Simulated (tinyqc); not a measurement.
SiGe-base heterojunction bipolar transistor, Gummel numbers and transit times: one step of the calculation.

One-dimensional n-p-n transistor in the forward active mode at low injection. In the base p(x) = NB exp(-eta x/wb) and ni(x)^2 = ni^2 exp((g0 + g1 x/wb)/Vt); electrons leave the base at vsat; band spikes at the emitter junction and recombination inside the emitter are ignored.

Question. Base Gummel number and transit time. f(x) = p(x) ni^2/ni(x)^2; I(x) = integral from x to wb of f/Dn, plus f(wb)/vsat; base Gummel number GB = I(0); electron density per unit flux n/(J/q) = I/f; base transit time tauB = integral of I/f over the base. Trapezoid rule on 11 equal steps.

Inputs (values chosen for the exercise); band and dielectric values close to those of silicon:
- T = 300 K (temperature)
- vsat = 9.89e6 cm/s (saturation velocity)
- wb = 19 nm (neutral base width)
- NB = 2.4e19 cm^-3 (base doping at the emitter edge)
- eta = 0 (doping falls as exp(-eta x/wb))
- g0 = 0.118 eV (gap reduction at the emitter edge of the base)
- g1 = 0.011 eV (further gap reduction across the base (linear))
- Dn = 9 cm^2/s (electron diffusion coefficient in the base)

Constants: q = 1.602176634e-19 C, kB = 1.380649e-23 J/K, Vt = kB T/q. Results are converted to the units shown.

Find: x; f; I; I/f; GB; tauB.

Answer.

| point | x (nm) | f (cm^-3) | I (s/cm^4) | I/f (s/cm) |
|---|---|---|---|---|
| 0 | 0.000 | 2.4998e17 | 5.9503e10 | 2.3804e-7 |
| 1 | 1.727 | 2.4049e17 | 5.4797e10 | 2.2785e-7 |
| 2 | 3.455 | 2.3137e17 | 5.0269e10 | 2.1727e-7 |
| 3 | 5.182 | 2.2259e17 | 4.5913e10 | 2.0627e-7 |
| 4 | 6.909 | 2.1414e17 | 4.1722e10 | 1.9483e-7 |
| 5 | 8.636 | 2.0602e17 | 3.7690e10 | 1.8295e-7 |
| 6 | 10.364 | 1.9820e17 | 3.3811e10 | 1.7059e-7 |
| 7 | 12.091 | 1.9068e17 | 3.0080e10 | 1.5775e-7 |
| 8 | 13.818 | 1.8344e17 | 2.6490e10 | 1.4440e-7 |
| 9 | 15.545 | 1.7648e17 | 2.3036e10 | 1.3053e-7 |
| 10 | 17.273 | 1.6979e17 | 1.9713e10 | 1.1610e-7 |
| 11 | 19.000 | 1.6335e17 | 1.6516e10 | 1.0111e-7 |

GB = 5.9503e10 s/cm^4
tauB = 0.33131 ps

Range of the model: Heavy doping makes emitter or base degenerate; gE and g0 are to be read as apparent gap changes that include this.

Computed by the program tinyqc: `OMP_NUM_THREADS=1 python tinyqc.py 2320058 2320059 out.jsonl`, one thread of a shared Intel Xeon 2.30GHz, about 0.01 s for the whole run.
